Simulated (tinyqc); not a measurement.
# Frenkel-Kontorova chain: a misfit dislocation (kink) in a monolayer on a periodic substrate, step by step

A worked calculation. Computed by tinyqc, a small Python program that keeps every step. Command: `OMP_NUM_THREADS=1 python tinyqc.py 3011087 3011088 out.jsonl fkchain walk`. One thread of a shared host (Intel(R) Xeon(R) Processor @ 2.30GHz), about 0.02 s of CPU time with the checks. Intermediate numbers are printed to about 6 digits and carried at full precision; extremes and crossings named in words are read from the listed rows.

E = sum_j [(k/2)(x_(j+1) - x_j - b)^2 + (W/2)(1 - cos(2 pi x_j/a))], x_j = a (j + u_j). A kink takes u from 0 to 1: the chain is stretched by one period and has one atom fewer than wells.

Inputs (values chosen for the exercise, for a model overlayer):
```
quantity              value           unit
spring constant k      5.91  eV/angstrom^2
substrate period a     2.75       angstrom
corrugation W          1.93             eV
misfit f = (b - a)/a  0.048              -
atoms on each side n      9              -
atomic mass M           180              u
```

Relaxation: Newton steps.

Constants: nu for 1 eV/(angstrom^2 u) = 15.6333042 THz.

## Continuum limit

l0 = sqrt(k a^2/(2 W)); kink u(j) = (2/pi) arctan exp(pi j/l0); kink energy at f = 0: E0 = (4/pi) W l0; with misfit E0 - k a^2 f; kinks become favourable at f_c = 2/(pi l0), and a coherent chain with free ends loses stability at f_m = 1/l0. Lowest vibration of the flat chain: nu0 = 15.6333042 THz x sqrt(2 pi^2 W/(a^2 M)).

kink width l0 = 3.40277

kink energy E0 = 8.36181 eV

kink energy with misfit = 6.21648 eV

critical misfit f_c = 0.187089

limit f_m = 0.293878

gap frequency nu0 = 2.61532 THz

f < f_c: the layer stays in register. Caution: a corrugation above 1 eV is larger than real overlayers usually show; it is chosen to keep the kink narrow.

## Start between two atoms

Discrete chain at f = 0, ends held at u = 0 and 1: E = (k a^2/2) sum (u_(j+1) - u_j)^2 + (W/2) sum (1 - cos 2 pi u_j), gradient g_j = k a^2 (2 u_j - u_(j-1) - u_(j+1)) + pi W sin(2 pi u_j), Hessian 2 k a^2 + 2 pi^2 W cos(2 pi u_j) on the diagonal and -k a^2 beside it. Free atoms j = -n..n-1 start from the continuum shape centred half-way, at j + 1/2.

u at the start: 0.000249  0.000626  0.001576  0.003968  0.009989  0.025136  0.063104  0.156172  0.358018  0.641982  0.843828  0.936896  0.974864  0.990011  0.996032  0.998424  0.999374  0.999751

E at the start = 8.26348 eV

gradient (eV): 0.00372  -0.00174  -0.00439  -0.01103  -0.02758  -0.06635  -0.12116  0.17805  1.04935  -1.04935  -0.17805  0.12116  0.06635  0.02758  0.01103  0.00439  0.00174  -0.00372

## Relaxation

Start as above (continuum shape at j + 1/2, j = -n..n-1, l0 = sqrt(k a^2/(2 W))). u(new) = u - H^-1 g; stop when the largest gradient is below 1e-9 eV.

Course:
```
step   E (eV)  largest gradient (eV)
1     8.26348            1.04935e+00
2     8.24940            1.48445e-02
3     8.24939            3.59883e-06
4     8.24939                      0
```

relaxed u: 0.000241  0.000688  0.001722  0.004224  0.010327  0.025225  0.061535  0.149000  0.345714  0.654286  0.851000  0.938465  0.974775  0.989673  0.995776  0.998278  0.999312  0.999759

energy, centre between atoms = 8.24939 eV

last gradient = 0 eV

Converged; the discrete energy is 0.9866 of the continuum value, which puts the discrete f_c = E/(k a^2) at 0.1846.

## Peierls barrier

Repeat by Newton steps with an atom at the centre (j = -n..n, u_0 = 1/2). Barrier = difference of the two energies; the lowest Hessian eigenvalue tells minimum from saddle.

energy, centre on an atom = 8.26236 eV

Peierls barrier = 12.9669 meV

lowest eigenvalue, between atoms = 1.32496 eV

lowest eigenvalue, on an atom = -1.29571 eV

The atom-centred kink, with an atom on top of the corrugation, is a saddle and the other a minimum. The barrier is 0.67 % of W, what one atom alone would climb.

## Kink density above f_c

Frank and van der Merwe: the modulus q solves f = 2 E(q)/(pi l0 q), and the kinks per atom are pi/(2 l0 q K(q)), with the complete elliptic integrals K and E; strain left = f - density (for f above f_c = 2/(pi l0)).

Continuum ground state:
```
f              q  kinks per atom  strain left
0.1880  0.999028        0.102456    0.0855436
0.1908  0.995327        0.124331    0.0664691
0.1964  0.986757        0.145290    0.0511098
0.2058  0.970731        0.167465    0.0383348
0.2245  0.936228        0.198873    0.0256274
0.2619  0.865516        0.247501    0.0143990
0.3181  0.767257        0.310526    0.0075736
0.4116  0.635303        0.408205    0.0033948
```

0.49 % above f_c the density is already 0.54 of f: kinks repel only exponentially, so they flood in, as 1/|ln(f - f_c)|. At 2.2 f_c they take up 99.2 % of the misfit and the layer floats nearly free.

Checks made by the program: energy against a quasi-Newton minimiser (relative difference below 1e-10).
